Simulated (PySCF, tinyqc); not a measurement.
Inside a calculation. Method: MP2 on RHF in the sto-3g basis, for H4, spin multiplicity 1. The lowest restricted solution is unstable here: a spin-polarised one lies 0.1220 hartree lower (PySCF). One step of it, computed by the program tinyqc.

Task: Iteration 1: building the Fock matrix. J_ij = sum D_kl (ij|kl), K_ij = sum D_kl (ik|jl); F = H + J - 0.5 K; E = tr D H + tr D J / 2 - 0.25 tr D K + E_nn.

D at the start, lower triangle:
```
           1H 1s      2H 1s      3H 1s     4H 1s
1H 1s   0.857164
2H 1s  -0.349155   0.857164
3H 1s   0.857164  -0.349155   0.857164
4H 1s  -0.349155   0.857164  -0.349155  0.857164
```

core Hamiltonian H = T + V (hartree), lower triangle:
```
           1H 1s      2H 1s      3H 1s      4H 1s
1H 1s  -1.649109
2H 1s  -0.792039  -1.649109
3H 1s  -0.835515  -0.437418  -1.649109
4H 1s  -0.437418  -0.835515  -0.792039  -1.649109
```

Two-electron integrals (ij|kl) in chemists' order, unique and non-zero (hartree):
```
(11|11) 0.774606   (21|11) 0.219583   (21|21) 0.086184   (22|11) 0.412410
(22|21) 0.219583   (22|22) 0.774606   (31|11) 0.235251   (31|21) 0.072816
(31|22) 0.147876   (31|31) 0.097392   (32|11) 0.091861   (32|21) 0.037272
(32|22) 0.097855   (32|31) 0.039304   (32|32) 0.020224   (33|11) 0.424282
(33|21) 0.142181   (33|22) 0.308995   (33|31) 0.235251   (33|32) 0.097855
(33|33) 0.774606   (41|11) 0.097855   (41|21) 0.037272   (41|22) 0.091861
(41|31) 0.039304   (41|32) 0.019917   (41|33) 0.091861   (41|41) 0.020224
(42|11) 0.147876   (42|21) 0.072816   (42|22) 0.235251   (42|31) 0.061565
(42|32) 0.039304   (42|33) 0.147876   (42|41) 0.039304   (42|42) 0.097392
(43|11) 0.142181   (43|21) 0.056160   (43|22) 0.142181   (43|31) 0.072816
(43|32) 0.037272   (43|33) 0.219583   (43|41) 0.037272   (43|42) 0.072816
(43|43) 0.086184   (44|11) 0.308995   (44|21) 0.142181   (44|22) 0.424282
(44|31) 0.147876   (44|32) 0.091861   (44|33) 0.412410   (44|41) 0.097855
(44|42) 0.235251   (44|43) 0.219583   (44|44) 0.774606
```

nuclear repulsion = 2.39102165 hartree

Give: Coulomb J; exchange K; Fock matrix F; total energy of this density.

Result:

Coulomb J (hartree), lower triangle:
```
        1H 1s   2H 1s   3H 1s   4H 1s
1H 1s  1.9177
2H 1s  0.7184  1.9177
3H 1s  0.7727  0.3799  1.9177
4H 1s  0.3799  0.7727  0.7184  1.9177
```

exchange K (hartree), lower triangle:
```
        1H 1s   2H 1s   3H 1s   4H 1s
1H 1s  1.0059
2H 1s  0.3943  1.0059
3H 1s  0.7378  0.3184  1.0059
4H 1s  0.3184  0.7378  0.3943  1.0059
```

Fock matrix F (hartree), lower triangle:
```
         1H 1s    2H 1s    3H 1s    4H 1s
1H 1s  -0.2343
2H 1s  -0.2708  -0.2343
3H 1s  -0.4317  -0.2167  -0.2343
4H 1s  -0.2167  -0.4317  -0.2708  -0.2343
```

total energy of this density = -1.811318 hartree
